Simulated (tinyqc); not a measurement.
Capacitance shares from swing and barrier lowering.

Question. Below threshold the charge is negligible, so the band edge moves as -(aG Vg + aD Vd), aG = CG/CS, aD = CD/CS (CG, CD the capacitances of the barrier top to gate and drain, CS the total), and I goes as exp((aG Vg + aD Vd)/Vt) once Vd is well above Vt. Find aG, aD, CS and CD.

Parameters, values chosen for the exercise:
```
symbol  value  unit      meaning
T         350     K  temperature
```

Constants: q = 1.602176634e-19 C, kB = 1.380649e-23 J/K, Vt = kB T/q. Results are converted to the units shown.

swing = 90.191560 mV/decade
DIBL = 105.19481 mV/V
CG = 2.4147785 uF/cm^2

Answer. The swing is Vt ln 10/aG and the DIBL, -dVg/dVd at fixed current, is aD/aG.

aG = 0.7700
aD = 0.08100
CS = 3.136 uF/cm^2
CD = 0.2540 uF/cm^2

tinyqc, about 0.01 s, one thread, Intel Xeon 2.30GHz (shared host): `OMP_NUM_THREADS=1 python tinyqc.py 2400167 2400168 out.jsonl`
